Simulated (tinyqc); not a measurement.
Vacuum evaporation: vapour pressure, source flux, thickness distribution, purity and step coverage. From one set of inputs to another, one input at a time. Computed by tinyqc, a small Python program. Command: `OMP_NUM_THREADS=1 python tinyqc.py 3112365 3112366 out.jsonl evap ladder`. One thread of a shared host (Intel(R) Xeon(R) Processor @ 2.30GHz), about 0.01 s of CPU time with the checks.

Molecular flow, unit sticking of the metal, no re-evaporation. The background gas is taken as water vapour (18.015 g/mol, collision diameter 0.37 nm) at 300 K.

The inputs printed are set A. Set A is modelled on aluminium, with constants for the liquid; the values taken over come from a set modelled on titanium, with constants for the liquid. Inputs not listed in the table keep their values of set A, so the rows need not describe a real material.

Inputs (values chosen for the exercise, modelled on aluminium, with constants for the liquid):
```
quantity,value,unit
molar mass M,26.98,g/mol
film density rho,2.7,g/cm^3
vapour-pressure constant A,10.91,-
vapour-pressure constant B,16180,K
source temperature T,1390,K
source area,0.15,cm^2
directionality n,1,-
source-to-wafer distance h,20,cm
wafer radius R,10,cm
```

Constants: u = 1.6605390666e-27 kg; k_B = 1.380649e-23 J/K; R = 8.314462618 J/(mol K).

Method:
- log10(p_v/Pa) = A - B/T; flux from the surface Phi = p_v/sqrt(2 pi m k_B T), m = M u.
- Mass loss = Phi x area x m; heat of evaporation = ln(10) R B; d ln Phi/dT = ln(10) B/T^2 - 1/(2 T).
- A small source emits (n + 1) Phi area cos^n(phi)/(2 pi) per solid angle; on a parallel plane at height h and lateral distance l the arrival rate is (n + 1) Phi area/(2 pi h^2) x (1 + (l/h)^2)^(-(n + 3)/2). Growth rate = arrival rate x m/rho, m = M u. The wafer is fixed and centred above the source.

Each row keeps all changes above it:
```
input moved,from,to,non-uniformity (max - min)/(max + min) (%),"share of the material that lands on the wafer, 1 - (1 + (R/h)^2)^(-(n + 1)/2) (%)",mass loss (g/h)
set A,-,-,21.951,20.000,6.1251e-03
wafer radius R (cm),10,5,6.055,5.882,6.1251e-03
vapour-pressure constant B (K),16180,22750,6.055,5.882,1.1495e-07
source temperature T (K),1390,2170,6.055,5.882,7.0276e-02
directionality n,1,2,7.564,8.692,7.0276e-02
source-to-wafer distance h (cm),20,56,0.993,1.184,7.0276e-02
source area (cm^2),0.15,0.32,0.993,1.184,1.4992e-01
```

Which inputs carry the difference?

Non-uniformity (max - min)/(max + min) goes from 22.0 to 0.993, a factor 0.0452 in all. The largest single move comes from source-to-wafer distance h (a factor 0.131), and directionality n works against it (a factor 1.25). share of the material that lands on the wafer, 1 - (1 + (R/h)^2)^(-(n + 1)/2) goes from 20.0 to 1.18, a factor 0.0592 in all. The largest single move comes from source-to-wafer distance h (a factor 0.136), and directionality n works against it (a factor 1.48). Mass loss goes from 0.00613 to 0.150, a factor 24.5 in all. The largest single move comes from source temperature T (a factor 611000), and vapour-pressure constant B works against it (a factor 1.88e-5). The single moves hold for this order of the switches; the total does not depend on the order.

Extremes, crossings and ranges named in words are read from the listed rows.
